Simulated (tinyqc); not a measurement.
Thermodynamics of metal silicides: hull, first phase, silicon consumed, nucleation and stability against SiO2: one step, computed by the program tinyqc.

Entropies of formation of the solids are neglected, so heats stand for free energies. Si fractions: M2Si 0.3333, MSi 0.5000, MSi2 0.6667.

Task: First phase. Effective heat of formation: at the interface the mixture has the Si fraction x_e; the limiting element scales the heat, H_eff = H x_e/x if x_e < x, H (1 - x_e)/(1 - x) otherwise. The rule names the most negative as the first phase; its restriction to congruently melting phases is left out here.

Inputs (values chosen for the exercise, of the order of those of nickel silicides for heats and volumes only): heat of formation of M2Si = -46 kJ/mol atoms; heat of formation of MSi = -43.4 kJ/mol atoms; heat of formation of MSi2 = -30 kJ/mol atoms; Si fraction x_e at the lowest liquidus = 0.54.

Phases: M2Si, MSi, MSi2.

Give: H_eff; most negative H_eff.

Result:

H_eff (kJ/mol atoms): M2Si -31.740, MSi -39.928, MSi2 -24.300

most negative H_eff = -39.928 kJ/mol atoms

The rule picks MSi, ahead of M2Si by 8.2 kJ/mol; it is not the phase with the most negative heat itself. The rule is empirical and ignores nucleation barriers.
